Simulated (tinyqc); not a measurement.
# Fermi-level pinning at a metal contact (Cowley-Sze model): effects of single changes

Interface states of density Ds lie behind a thin layer of thickness dl. Neglecting the depletion charge, the barrier for electrons is phi = S (pM - chi) + (1 - S) E0 with S = 1/(1 + q Ds dl/(eps0 ei)); the barrier for holes is Eg - phi.

Values chosen for this exercise; material values close to those of gallium nitride:
- Eg = 3.39 eV (band gap)
- chi = 4.07 eV (electron affinity)
- Ds = 8.3e12 cm^-2 eV^-1 (density of interface states)
- E0 = 2.79 eV (depth of their neutrality level below the conduction edge)
- dl = 0.42 nm (thickness of the interface layer)
- ei = 2 (its relative permittivity)
- pM = 5.21 eV (metal work function)

Constants: q = 1.602176634e-19 C, eps0 = 8.8541878128e-14 F/cm where lengths are in cm. Results are converted to the units shown.

Each table varies one quantity; the others keep the values above.

## Barrier against work function

phi is listed beside the Schottky-Mott value pM - chi.

Results:
```
pM (eV)  pM - chi (eV)  phi (eV)
3.4            -0.6700    0.1596
3.7            -0.3700    0.3877
4             -0.07000    0.6158
4.3             0.2300    0.8438
4.6             0.5300     1.072
4.9             0.8300     1.300
5.2              1.130     1.528
5.8              1.730     1.984
```

Estimate the missing row, pM = 5.5 eV.

Computed row:
```
pM (eV)  pM - chi (eV)  phi (eV)
5.5              1.430     1.756
```

With this row back in the table: phi rises with slope S = 0.760, by 1.82 eV over 2.40 eV of work function, and equals the Schottky-Mott value at pM = chi + E0 = 6.86 eV.

## Unpinning by a thin insulator

Same model as above.

An inserted insulator of thickness t and permittivity 8.9 damps the metal-induced states, Ds(t) = Ds exp(-t/0.42 nm), and adds t/8.9 to dl/ei.

Unpinning by a thin insulator:
```
t (nm)  Ds(t) (cm^-2 eV^-1)       S  phi (eV)
0                  8.300e12  0.7602     1.536
0.3                4.063e12  0.8480     1.391
0.6                1.989e12  0.9092     1.290
0.9                9.737e11  0.9480     1.226
1.2                4.767e11  0.9711     1.188
1.5                2.334e11  0.9843     1.166
1.8                1.142e11  0.9916     1.154
2.1                5.592e10  0.9955     1.147
2.4                2.738e10  0.9976     1.144
```

S rises from 0.760 to 0.998, and phi falls from 1.54 to 1.14 eV, towards pM - chi = 1.14 eV. The insulator also adds a tunnelling resistance, which is not counted here and sets a best thickness.

Computed by the program tinyqc: `OMP_NUM_THREADS=1 python tinyqc.py 2430089 2430090 out.jsonl`, one thread of a shared Intel Xeon 2.30GHz, about 0.01 s for the whole run.
